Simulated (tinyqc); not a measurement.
What each parameter does: finite square well with mass mismatch (envelope functions).

A square well of width L and depth V0, mass mw inside and mb outside, energies from the bottom of the well, c = hbar^2/2m0. k = sqrt(mw E/c), kappa = sqrt(mb (V0 - E)/c). psi and psi'/m are continuous at the walls (BenDaniel-Duke), so level n solves k L + 2 atan[(k/mw)/(kappa/mb)] = n pi.

Constants: hbar^2/2m0 = 3.80998211 eV angstrom^2.

Parameters, chosen for this exercise (near those of a GaAs well in AlGaAs; not measured data):
- L = 223 angstrom (well width)
- V0 = 0.121 eV (barrier height)
- mw = 0.0657 m0 (mass in the well)
- mb = 0.0795 m0 (mass in the barrier)

Parabolic bands. Pb is the probability of level 1 in the barriers, (A^2/kappa)/(A^2/kappa + L/2 + sin(kL)/(2k)) with A = cos(kL/2).

Results for these values:
```
case  E1 (eV)  bound levels      Pb  V0 - E1 (eV)
base   0.0078             4  0.0116        0.1132
```

What happens to each result for V0 = 0.103 eV, all else kept?

Answer: E1 falls from 0.0078 to 0.0075; bound levels falls from 4 to 3; Pb rises from 0.0116 to 0.0141; V0 - E1 falls from 0.1132 to 0.0955.

The same for each parameter in turn:
```
case              E1 (eV)  bound levels      Pb  V0 - E1 (eV)
base               0.0078             4  0.0116        0.1132
L = 245 angstrom   0.0066             4  0.0092        0.1144
V0 = 0.103 eV      0.0075             3  0.0141        0.0955
mw = 0.0591 m0     0.0083             4  0.0134        0.1127
mb = 0.0994 m0     0.0075             4  0.0120        0.1135
```

tinyqc: `OMP_NUM_THREADS=1 python tinyqc.py 1252137 1252138 out.jsonl`; about 0.01 s, one thread, shared Intel(R) Xeon(R) Processor @ 2.30GHz.
